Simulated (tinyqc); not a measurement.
Extended Hueckel theory, for H3+, step by step. The parameters take no account of the charge, which enters only through the electron count. One step of it, computed by the program tinyqc.

Problem. Orbitals. Solve H C = S C e through S^(-1/2); fill by pairs from the bottom, a degenerate level sharing its electrons equally; each orbital has its largest coefficient positive (the first on a tie).

H (eV), order 1H 1s, 2H 1s, 3H 1s:
```
[[-13.600000, -14.515927, -13.008782],
 [-14.515927, -13.600000, -7.974843],
 [-13.008782, -7.974843, -13.600000]]
```

overlap S, order 1H 1s, 2H 1s, 3H 1s:
```
[[1.000000, 0.533674, 0.478264],
 [0.533674, 1.000000, 0.293193],
 [0.478264, 0.293193, 1.000000]]
```

valence electrons = 2

Give: orbital energies; occupations; coefficients; sum of one-electron energies.

Solution.

orbital energies (eV): [-19.9564, -8.0295, 5.7263]

occupations: [2.0000, 0.0000, 0.0000]

coefficients, order 1H 1s, 2H 1s, 3H 1s:
```
[[0.4615, -0.0789, 1.2009],
 [0.4105, -0.7665, -0.8036],
 [0.3887, 0.9032, -0.5771]]
```

sum of one-electron energies = -39.9129 eV
